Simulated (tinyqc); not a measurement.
# Pillar capacitor in an array: capacitance, non-linearity, leakage and relaxation, step by step

Computed by the program tinyqc: `OMP_NUM_THREADS=1 python tinyqc.py 2102135 2102136 out.jsonl`, one thread of a shared Intel Xeon 2.30GHz, about 0.01 s for the whole run. Printed values are rounded.

A film between two metal electrodes, each interface adding a series capacitance ci. The small-signal permittivity is ek (1 + aq E^2); the field is found with the linear permittivity. Leakage J = J0 sinh(E/Ef). After a voltage step the film passes a relaxation current kr C V tt^(-nr), tt being the time in seconds. The sidewall is a coaxial capacitor with radii a = dm/2 and b = dm/2 + t, depth AR dm; the end face is left out.

Inputs (values chosen for the exercise); permittivity of the order of that of aluminium oxide:
- ek = 8.11 (relative permittivity of the film)
- t = 13 nm (film thickness)
- ci = 200 uF/cm^2 (capacitance of each electrode interface (dead layer and screening))
- aq = 0.004 cm^2/MV^2 (quadratic field coefficient of the permittivity)
- V = 1 V (bias)
- J0 = 5.2e-11 A/cm^2 (leakage prefactor)
- Ef = 0.47 MV/cm (field for an e-fold rise of the leakage)
- dm = 69 nm (diameter of the pillar)
- AR = 20 (aspect ratio, depth over diameter)
- pt = 120 nm (pitch of the square array)
- rho = 200 uohm cm (resistivity of the inner electrode)

Constants: eps0 = 8.8541878128e-14 F/cm where lengths are in cm. Results are converted to the units shown.

## Planar capacitance, field and non-linearity

Planar film: Cf = eps0 ek/t, 1/C = 1/Cf + 2/ci, EOT = 3.9 eps0/C, effective permittivity C t/eps0, E = (V/t) C/Cf; quadratic coefficient [C(V)/C - 1]/V^2 with Cf (1 + aq E^2) in C(V).

Cf = 0.5523651 uF/cm^2
C = 0.5493308 uF/cm^2
EOT = 6.286073 nm
effective permittivity = 8.065449
E = 0.7650051 MV/cm
quadratic coefficient = 2328.042 ppm/V^2
J = 1.272859e-10 A/cm^2

The interfaces take 0.549 % of the voltage.

## Cell capacitance, fields and time constant

Per length 1/c = ln(b/a)/(2 pi eps0 ek) + (1/a + 1/b)/(2 pi ci); cell capacitance c AR dm; per footprint over pt^2; fields c V/(2 pi eps0 ek r) at r = a and b; resistance of the inner electrode rho AR dm/(pi a^2); time constant R C/3 of the distributed line.

a = 34.5 nm
b = 47.5 nm
cell capacitance = 1.936231 fF
capacitance per footprint = 13.44605 uF/cm^2
field at a = 0.9013833 MV/cm
field at b = 0.6546889 MV/cm
R = 0.7381099 kohm
R C/3 = 0.4763837 ps

The array gives 24.5 times the planar capacitance per footprint; curvature makes the field at the inner electrode 1.18 times the planar value.
